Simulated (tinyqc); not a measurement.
Read current of a NAND string, cells in series solved by shooting: one step of the calculation.

Cells in series, numbered from 0 at the source line (0 V) to the bit line, each followed by a gap resistance Rg. A cell with gate Vg, threshold VT, source Vs and drain Vd passes I = 2 nf K Vt^2 [F(Vs) - F(Vd)]/(1 + th max(Vg - VT, 0)), F(V) = ln^2(1 + exp((Vg - VT - nf V)/(2 nf Vt))). The selected cell has Vg = Vr, the others Vg = Vp.

Problem. Node voltages for a trial current. For a trial current I start at 0 V and, cell by cell (the selected one is cell 2), solve for the drain: sqrt(F(Vd)) = sqrt(F(Vs) - I/k), k = 2 nf K Vt^2/(1 + th max(Vg - VT, 0)), Vd = [Vg - VT - 2 nf Vt ln(exp(sqrt F) - 1)]/nf, then add I Rg.

Parameters, values chosen for the exercise; values of the order met in vertical NAND strings:

| symbol | value | unit | meaning |
|---|---|---|---|
| T | 300 | K | temperature |
| K | 10 | uA/V^2 | gain factor of a cell |
| nf | 1.9 |  | slope factor |
| th | 0.04 | 1/V | mobility reduction factor |
| Rg | 9.5 | kohm | resistance of the gap between cells |
| Vbl | 0.7 | V | bit-line voltage |
| Vp | 7.8 | V | pass voltage |
| Vr | 2.37 | V | read voltage on the selected word line |

Constants: q = 1.602176634e-19 C, kB = 1.380649e-23 J/K, Vt = kB T/q. Results are converted to the units shown.

second trial current = 2.2 uA
thresholds from the source end, cell 0 to 5 (V): 3.3  -0.5  1  -0.5  3.3  -0.5

Find: node voltage after each cell and gap, trial 2.

Solution.

node voltage after each cell and gap, trial 2, cell 0 to 5 (V): 0.079309  0.13632  0.42960  0.48985  0.58495  0.64683

tinyqc, about 0.7 s, one thread, Intel Xeon 2.30GHz (shared host): `OMP_NUM_THREADS=1 python tinyqc.py 2142089 2142090 out.jsonl`
